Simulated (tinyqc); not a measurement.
Threshold-voltage variability of a planar MOSFET, analytic estimates: one step of the calculation.

Three independent sources add in quadrature: random dopants in the depleted layer, metal-gate grains of two orientations, and roughness of the two gate edges acting through the roll-off VT = VT(long) - Vr exp(-L/l). These are first-order estimates: no three-dimensional electrostatics, no percolation.

Task. A rough gate as parallel slices. Eight equal slices in parallel have lengths L_i with mean L. Slice threshold shift: -Vr [exp(-L_i/l) - exp(-L/l)]; off current of a slice against the smooth gate: (L/L_i) exp(-shift/(n Vt)); the device has the mean.

Inputs (values chosen for the exercise); material values close to those of silicon: temperature T = 300 K; gate length L = 25 nm; decay length of the threshold roll-off l = 4.9 nm; prefactor of the roll-off Vr = 2.6 V; subthreshold factor n = 1.18.

Constants: q = 1.602176634e-19 C, kB = 1.380649e-23 J/K, Vt = kB T/q. Results are converted to the units shown.

L_i - L, slice 0 to 7 (nm): [-0.1, -0.5, 0.1, -0.7, 1.3, 0.6, 1.8, -2.5]

Give: shift; Ioff factor; Ioff of the device against the smooth gate.

Result.

```
slice  shift (mV)  Ioff factor
0          -0.326       1.0148
1          -1.699       1.0789
2           0.320      0.98564
3          -2.429       1.1141
4           3.686      0.84237
5           1.823      0.91991
6           4.863      0.79537
7         -10.530       1.5692
```

Ioff of the device against the smooth gate = 1.0400

Computed by the program tinyqc: `OMP_NUM_THREADS=1 python tinyqc.py 2090066 2090067 out.jsonl`, one thread of a shared Intel Xeon 2.30GHz, about 0.01 s for the whole run.
